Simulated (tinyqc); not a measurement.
On-chip power grid, static voltage drop by conjugate gradients: one step of the calculation.

A grid of 4 rows and 4 columns, node k = 4 row + column. Neighbours in a row are joined by Rx, in a column by Ry; pad nodes, which reach the supply through Rp: 0, 12. Each node draws I0, node 1 draws kh I0. The drops u = Vdd - V solve G u = i, with G the conductance matrix (1/Rp added on the diagonal at pad nodes).

Task. Conjugate-gradient step. q = G p; a = (r.r)/(p.q); u(new) = u + a p; r(new) = r - a q; b = (r.r)(new)/(r.r); p(new) = r(new) + b p.

Parameters, values chosen for the exercise: resistance of a horizontal segment Rx = 0.25 ohm; resistance of a vertical segment Ry = 0.79 ohm; resistance from a pad node to the supply Rp = 0.033 ohm.

u after iteration 2 (mV):
```
	col 0	col 1	col 2	col 3
row 0	3.665511	20.260599	9.580065	4.115017
row 1	4.115017	5.844463	4.115017	4.115017
row 2	4.115017	4.115017	4.115017	4.115017
row 3	-1.799536	4.115017	4.115017	4.115017
```

r after iteration 2 (mA):
```
	col 0	col 1	col 2	col 3
row 0	-32.126757	-31.350757	25.944162	33.860190
row 1	18.348787	14.223538	25.835564	12.000000
row 2	4.513223	14.189171	12.000000	12.000000
row 3	97.676394	-11.658215	12.000000	12.000000
```

p after iteration 2 (mA):
```
	col 0	col 1	col 2	col 3
row 0	-2.05075	59.76116	153.57669	71.35049
row 1	55.83909	80.23986	63.32586	49.49030
row 2	42.00352	51.67947	49.49030	49.49030
row 3	37.61017	25.83209	49.49030	49.49030
```

Wanted: q; a; u after iteration 3; r after iteration 3; b; p after iteration 3.

Result.

q (mA S):
```
	col 0	col 1	col 2	col 3
row 0	-382.7	-153.9	818.4	-301.2
row 1	-6.8	227.3	-109.0	-83.0
row 2	-50.7	44.0	-26.3	0.0
row 3	1181.3	-174.5	94.6	0.0
```

a = 0.10720 ohm

u after iteration 3 (mV):
```
	col 0	col 1	col 2	col 3
row 0	3.446	26.667	26.043	11.764
row 1	10.101	14.446	10.903	9.420
row 2	8.618	9.655	9.420	9.420
row 3	2.232	6.884	9.420	9.420
```

r after iteration 3 (mA):
```
	col 0	col 1	col 2	col 3
row 0	8.895	-14.849	-61.787	66.152
row 1	19.079	-10.146	37.525	20.899
row 2	9.943	9.470	14.816	12.000
row 3	-28.951	7.044	1.856	12.000
```

b = 0.79138

p after iteration 3 (mA):
```
	col 0	col 1	col 2	col 3
row 0	7.27	32.44	59.75	122.62
row 1	63.27	53.35	87.64	60.06
row 2	43.18	50.37	53.98	51.17
row 3	0.81	27.49	41.02	51.17
```

Computed by the program tinyqc: `OMP_NUM_THREADS=1 python tinyqc.py 2770141 2770142 out.jsonl`, one thread of a shared Intel Xeon 2.30GHz, about 0.1 s for the whole run.
